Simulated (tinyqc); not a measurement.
## Series resistance and length offset from two lengths at two overdrives

Problem. In strong inversion R W = Rsd + k(x)(L - dL), k(x) = (1 + th1 x)/(mu0 Cox x), x the overdrive, Cox = eps0 eox/tox, with Rsd and dL independent of x. Find dL, Rsd, mu0 and th1.

Values chosen for this exercise: relative permittivity of the gate insulator (close to silicon dioxide) eox = 3.9; insulator thickness tox = 1 nm.

Constants: eps0 = 8.8541878128e-14 F/cm where lengths are in cm. Results are converted to the units shown.

total resistance times width (ohm um):
```
                  L = 0.071 um  L = 0.54 um
overdrive 0.51 V    448.308222   2902.80921
overdrive 1.02 V    340.420981   1907.21817
```

Solution. At each overdrive R W is a straight line in L; the two lines cross at L = dL, R W = Rsd. Their slopes give k x = (1 + th1 x)/(mu0 Cox), a straight line in x.

dL = 0.0140 um
Rsd = 150 ohm um
mu0 = 150 cm^2/(V s)
th1 = 0.750 1/V

Numbers from tinyqc (`OMP_NUM_THREADS=1 python tinyqc.py 2210141 2210142 out.jsonl`; about 0.01 s on one thread of a shared Intel Xeon 2.30GHz).
